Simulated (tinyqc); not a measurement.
## Permittivity and interface capacitance from two thicknesses

Problem. 1/C = t/(eps0 ek) + 2/ci for planar capacitors that differ only in thickness. Find ek, ci and the EOT of the interfaces, 2 x 3.9 eps0/ci.

Constants: eps0 = 8.8541878128e-14 F/cm where lengths are in cm. Results are converted to the units shown.

C at t = 3 and 9 nm (uF/cm^2): 6.6201722  2.3992508

Solution. 1/C is a straight line in t: the slope gives ek and the intercept 2/ci. A single thickness would give only the effective permittivity; when the interfaces are a small part of 1/C, ci needs very accurate data.

ek = 25.50
ci = 110.0 uF/cm^2
EOT of the interfaces = 0.06278 nm

Program tinyqc, `OMP_NUM_THREADS=1 python tinyqc.py 2102060 2102061 out.jsonl`; Intel Xeon 2.30GHz, shared host, one thread, about 0.01 s.
